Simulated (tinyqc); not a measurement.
Worked calculation: lattice vibrations of a chain. One step of it, computed by the program tinyqc.

Problem. Dynamical matrix at q = 0.3. q is in units of 2 pi/a. A spring k from atom i to atom j, n cells on, adds k to Phi_ii and Phi_jj, -k exp(2 pi i q n) to Phi_ij and the conjugate to Phi_ji (for one atom a cell: 2k (1 - cos 2 pi q n)); D_ij = Phi_ij / sqrt(m_i m_j).

A chain moving along its axis:
```
atom   mass (u)  spring to the next atom (eV/angstrom^2)
1     73.700000                                 4.600000
2     57.300000                                28.000000
3     35.500000                                12.600000
4     27.600000                                21.100000
```

Give: D(q).

Solution.

D(q) (eV/(angstrom^2 u)):
```
              1       2       3             4
1         0.349  -0.071   0.000  0.145+0.445i
2        -0.071   0.569  -0.621         0.000
3         0.000  -0.621   1.144        -0.403
4  0.145-0.445i   0.000  -0.403         1.221
```
